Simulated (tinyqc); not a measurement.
The liquidus: liquidus of a compound AB in a simple-solution melt, liquid-phase epitaxy and vapour pressures. Computed by tinyqc, a small Python program. Command: `OMP_NUM_THREADS=1 python tinyqc.py 3006462 3006463 out.jsonl liq35 walk`. One thread of a shared host (Intel(R) Xeon(R) Processor @ 2.30GHz), about 0.05 s of CPU time with the checks.

x is the atom fraction of B in the melt. The melt is a simple solution: R T ln gamma_B = W (1 - x)^2, R T ln gamma_A = W x^2, W = a + b T. The solid AB is stoichiometric.

Inputs (values chosen for the exercise, modelled on GaSb for the melt): melting point T_F = 983 K; entropy of fusion S_F = 64.3 J/(mol K); interaction a = 20.2 kJ/mol; interaction slope b = -24.5 J/(mol K).

Constants: R = 8.314462618 J/(mol K).

Method. Liquidus (Vieland): f(x) = R T ln[4 x (1 - x)] + 2 W (1/2 - x)^2 + S_F (T_F - T) = 0.

Solubility; ideal: W = 0; dilute: (1/4) exp[-(S_F (T_F - T) + W/2)/(R T)]:
```
T (K)           x       ideal      dilute  W (kJ/mol)
492    4.1098e-05  1.1122e-04  4.1090e-05      8.1460
570    4.7806e-04  9.2217e-04  4.7723e-04      6.2350
649    3.1623e-03  4.6936e-03  3.1365e-03      4.2995
727    1.3809e-02  1.6694e-02  1.3473e-02      2.3885
806    4.6673e-02  4.8058e-02  4.4228e-02      0.4530
885    1.2883e-01  1.2076e-01  1.1743e-01     -1.4825
944    2.5495e-01  2.3852e-01  2.1887e-01     -2.9280
973    3.7431e-01  3.6179e-01  2.8912e-01     -3.6385
```

What follows from these numbers?

x over the ideal value is 0.37 in the first row and 1.03 in the last, and lies between 0.37 and 1.07: W > 0 lowers the solubility and W < 0 raises it, by about exp(-W/(2 R T)) when dilute. The dilute form is within 5 % in 4 of the eight rows. Near T_F the liquidus closes as a parabola about x = 1/2.

Extremes, crossings and ranges named in words are read from the listed rows.
